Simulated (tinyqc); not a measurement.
Three voltage laws: time-dependent dielectric breakdown: cell percolation, Weibull statistics, area scaling and voltage extrapolation. Computed by tinyqc, a small Python program. Command: `OMP_NUM_THREADS=1 python tinyqc.py 3014559 3014560 out.jsonl tddb walk`. One thread of a shared host (Intel(R) Xeon(R) Processor @ 2.30GHz), about 0.01 s of CPU time with the checks.

The oxide is divided into columns of area a^2, each holding m = t_ox/a cells (m is taken as continuous). A share lambda(t) = (t/t_1)^alpha of the cells is defective, and a column whose cells are all defective breaks down.

Inputs (values chosen for the exercise, for a model gate oxide): oxide thickness t_ox = 5.5 nm; defect cell size a = 1.5 nm; exponent alpha of defect growth = 0.35; time t_1 at which the occupied share would reach 1 = 3.1e+06 s; test area A = 0.01 um^2; product area A_u = 4e+06 um^2; stress voltage V = 6.7 V; use voltage V_u = 4 V; local exponent n = -d ln t/d ln V at the stress voltage = 34; activation energy E_a = 0.82 eV; stress temperature T = 175 C; use temperature T_u = 100 C; allowed failure fraction F = 1e-06.

Voltage law used: 1/E.

Constants: k_B = 8.617333262e-05 eV/K.

Method:
- Failure fraction F = 1 - (1 - lambda^m)^N with N = A/a^2 columns, which for small lambda^m is 1 - exp(-(t/t63)^beta) with beta = alpha m and t63 = t_1 N^(-1/beta); critical share lambda(t63) = N^(-1/m). 1 um^2 = 1e6 nm^2.
- All three voltage laws share the slope n at the stress voltage. Factor t(V_u)/t(V): E law exp(n (1 - V_u/V)); 1/E law exp(n (V/V_u - 1)); power law (V/V_u)^n.
- Temperatures in kelvin are T(C) + 273.15.
- Temperature factor exp[(E_a/k_B)(1/T_u - 1/T)]; area factor (A/A_u)^(1/beta); percentile factor (-ln(1 - F))^(1/beta); life = t63 x all four; 1 year = 3.15576e7 s.
- Life = t63 x voltage, temperature, area and percentile factors, the last three as above.

projected life = 3.90911e-04 years

voltage factor = 9.26954e+09

Log10 of the life in years:
```
V_u/V  V_u (V)    E law  1/E law  power law
1.00     6.700  -13.375  -13.375    -13.375
0.95     6.365  -12.637  -12.598    -12.618
0.90     6.030  -11.898  -11.734    -11.819
0.80     5.360  -10.422   -9.683    -10.080
0.70     4.690   -8.945   -7.047     -8.108
0.60     4.020   -7.469   -3.531     -5.832
0.50     3.350   -5.992    1.391     -3.140
0.40     2.680   -4.515    8.774      0.155
```

What does the comparison show, and why?

At V_u/V = 0.9 the laws differ by 0.16 decades at most, and at 0.5 by 7.4. The E law is the most cautious and the 1/E law the most hopeful. Caution: t_1 is an input here; in a real oxide it changes with thickness at fixed voltage. Caution: a voltage factor of more than nine decades rests wholly on the chosen law and cannot be tested. Caution: the rows at low voltage extrapolate over many decades and cannot be tested.
